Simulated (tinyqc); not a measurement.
Scaling the whole coupling: critical temperature from a phonon spectrum: McMillan, Allen-Dynes and the linearised Eliashberg equation. Computed by tinyqc, a small Python program. Command: `OMP_NUM_THREADS=1 python tinyqc.py 3021639 3021640 out.jsonl eliashberg walk`. One thread of a shared host (Intel(R) Xeon(R) Processor @ 2.30GHz), about 0.01 s of CPU time with the checks.

alpha^2 F(omega) = sum_i (lambda_i omega_i/2) delta(omega - omega_i), so that lambda = 2 int alpha^2 F/omega d omega = sum_i lambda_i.

Inputs (values chosen for the exercise, for a model metal):
```
quantity                     value  unit
peak energy omega_1           25.9   meV
coupling lambda_1            0.552     -
peak energy omega_2           43.5   meV
coupling lambda_2            0.228     -
peak energy omega_3           85.7   meV
coupling lambda_3            0.499     -
Coulomb pseudopotential mu*   0.12     -
```

Peaks in alpha^2 F: three.

Constants: k_B = 8.617333262e-05 eV/K.

Method:
- omega_log = exp(sum lambda_i ln omega_i / lambda); omega_rms = sqrt(sum lambda_i omega_i^2 / lambda).
- McMillan form: k_B T_c = (omega_log/1.2) exp[-1.04 (1 + lambda)/(lambda - mu* (1 + 0.62 lambda))]. Allen-Dynes multiplies it by f1 f2: f1 = [1 + (lambda/L1)^(3/2)]^(1/3), L1 = 2.46 (1 + 3.8 mu*); f2 = 1 + (omega_rms/omega_log - 1) lambda^2/(lambda^2 + L2^2), L2 = 1.82 (1 + 6.3 mu*) omega_rms/omega_log.
- Linearised Eliashberg equation at omega_n = (2n + 1) pi k_B T, n = 0..N-1: lambda(j) = sum_i lambda_i omega_i^2/(omega_i^2 + (2 pi j k_B T)^2); K_mn = lambda(m - n) + lambda(m + n + 1) - 2 mu*(N) - delta_mn [2m + 1 + lambda(0) + 2 sum_(j=1..m) lambda(j)], with 1/mu*(N) = 1/mu* + ln(omega_rms/omega_N), omega_N = (2N + 1) pi k_B T. T_c is where the largest eigenvalue rho of K is zero.
- N is the smallest integer at or above 8 omega_max/(2 pi k_B T_AD), omega_max the highest peak and T_AD the Allen-Dynes value.
- All lambda_i are multiplied by s. The last column is the large-lambda limit for mu* = 0, k_B T_c = 0.1827 omega_rms sqrt(lambda).

lambda = 1.279

omega_rms = 59.0955 meV

omega_log = 45.3102 meV

T_c (K):
```
s    lambda  McMillan  Allen-Dynes  Eliashberg  large-lambda limit
0.6  0.7674     19.47        20.29       17.97              109.76
0.8  1.0232     34.42        36.71       33.58              126.74
1.0  1.2790     47.21        51.68       48.37              141.70
1.3  1.6627     62.24        71.07       68.56              161.56
1.7  2.1743     76.57        92.79       92.41              184.75
2.3  2.9417     90.71       120.24      123.20              214.89
3.2  4.0928    103.41       155.09      161.45              253.47
```

McMillan/Eliashberg runs from 1.08 at lambda = 0.77 to 0.64 at 4.09: the exponential form levels off at large lambda, while the true T_c keeps rising (exponent 0.82 between the last rows, tending to 1/2). Allen-Dynes stays within about 13 % over the table. The last row reaches 64 % of the mu* = 0 limit; with mu* above zero T_c stays below that line at any lambda.

Extremes, crossings and ranges named in words are read from the listed rows.
